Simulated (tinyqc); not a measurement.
Series resistance and length offset from two lengths at two overdrives.

Inverse problem. In strong inversion R W = Rsd + k(x)(L - dL), k(x) = (1 + th1 x)/(mu0 Cox x), x the overdrive, Cox = eps0 eox/tox, with Rsd and dL independent of x. Find dL, Rsd, mu0 and th1.

Parameters, values chosen for the exercise: relative permittivity of the gate insulator (close to silicon nitride) eox = 7.63; insulator thickness tox = 12 nm.

Constants: eps0 = 8.8541878128e-14 F/cm where lengths are in cm. Results are converted to the units shown.

total resistance times width (ohm um):
```
                  L = 0.064 um  L = 1.4 um
overdrive 0.46 V    1589.33083  46162.1750
overdrive 1.05 V    775.668655  21191.7869
```

Answer. At each overdrive R W is a straight line in L; the two lines cross at L = dL, R W = Rsd. Their slopes give k x = (1 + th1 x)/(mu0 Cox), a straight line in x.

dL = 0.0190 um
Rsd = 88.0 ohm um
mu0 = 120 cm^2/(V s)
th1 = 0.0800 1/V

tinyqc, about 0.01 s, one thread, Intel Xeon 2.30GHz (shared host): `OMP_NUM_THREADS=1 python tinyqc.py 2210132 2210133 out.jsonl`
